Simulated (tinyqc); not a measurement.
Hole mobility in a silicon inversion layer, empirical terms and Matthiessen rule: one step of the calculation.

Inversion layer of sheet density Ns on a uniformly doped body, under a high-permittivity gate with an interlayer. The mobility terms are empirical power laws with prefactors chosen for the exercise; adding their inverses (Matthiessen) is itself an approximation.

Question. Inversion density for the measured current. I = (W/L) q Ns mu Vd. E = q (Ndep + eta Ns)/(eps0 eps_r) in MV/cm. With t = T/(300 K): muC = Ac (Ns/1e12 cm^-2) t/(Nb/1e17 cm^-3 + Nit/1e11 cm^-2), muP = Ap E^(-1/3) t^(-1.75), muS = As E^(-gs), muR = Ar exp(2 ti/lr)/t; 1/mu is the sum of the inverses. Ns(new) = I/((W/L) q mu Vd).

Values chosen for this exercise; material values close to those of silicon: temperature T = 350 K; relative permittivity of the semiconductor eps_r = 11.8; body doping Nb = 5.7e16 cm^-3; weight of the inversion charge in the effective field eta = 0.3333; phonon-limited mobility at 1 MV/cm and 300 K Ap = 124 cm^2/(V s); roughness-limited mobility at 1 MV/cm As = 278 cm^2/(V s); exponent of the roughness term gs = 1.3; Coulomb prefactor Ac = 1600 cm^2/(V s); charge at the interface Nit = 1.5e11 cm^-2; remote-phonon mobility without interlayer Ar = 210 cm^2/(V s); interlayer thickness ti = 0.8 nm; decay length of remote phonons lr = 0.6 nm; ratio W/L WL = 10; drain voltage Vd = 0.02 V; measured linear current I = 15.2 uA.

Constants: q = 1.602176634e-19 C, eps0 = 8.8541878128e-14 F/cm where lengths are in cm. Results are converted to the units shown.

Ns at the start = 2.1e12 cm^-2
Ndep = 8.8529356e11 cm^-2

Wanted: E; mu; Ns after iteration 1.

Answer.

E = 0.24309 MV/cm
mu = 123.80 cm^2/(V s)
Ns after iteration 1 = 3.8317e12 cm^-2

Computed by the program tinyqc: `OMP_NUM_THREADS=1 python tinyqc.py 2510098 2510099 out.jsonl`, one thread of a shared Intel Xeon 2.30GHz, about 0.01 s for the whole run.
